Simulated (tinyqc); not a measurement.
Charge control and current of a heterostructure field-effect transistor: one step, computed by the program tinyqc.

Two subbands in a triangular well; E_F is counted from the conduction band edge of the channel at the interface.

Task: Saturation current. With V = e n_s/C_g and V_c = v_s L/mu: for v = mu F/(1 + mu F/v_s), V_Dsat = V_c (sqrt(1 + 2V/V_c) - 1) and I/W = C_g v_s (V - V_Dsat); g_m = dI/dV; extrinsic g_m/(1 + g_m R_S); f_T = g_m/(2 pi C_g L).

Inputs (values chosen for the exercise, modelled on AlGaAs/GaAs): permittivity eps (barrier and channel) = 12.4; conduction band offset dE_c = 0.26 eV; mobility mu = 7800 cm^2/(V s); saturation velocity v_s = 1.5 1e7 cm/s; gate length L = 150 nm; source resistance R_S = 0.4 ohm mm; temperature T = 77 K; spacer between delta layer and channel = 2.5 nm.

Charge source: delta doping. Velocity law: smooth.

sheet density n_s = 3.562806e+12 1/cm^2

gate capacitance C_g = 0.3388942 microfarad/cm^2

Constants: e = 1.602176634e-19 C.

Give: V; V_c; V_Dsat; saturation current I/W; intrinsic g_m; extrinsic g_m; intrinsic f_T.

Result:

V = 1.6844 V

V_c = 0.028846 V

V_Dsat = 0.28422 V

saturation current I/W = 711.76 mA/mm

intrinsic g_m = 461.50 mS/mm

extrinsic g_m = 389.58 mS/mm

intrinsic f_T = 144.49 GHz

V/V_c = 58.39: velocity saturation rules; I is 83 % of e n_s v_s = 856 mA/mm. Caution: E_F lies above the conduction band minimum of the barrier, so electrons would spill into the barrier.
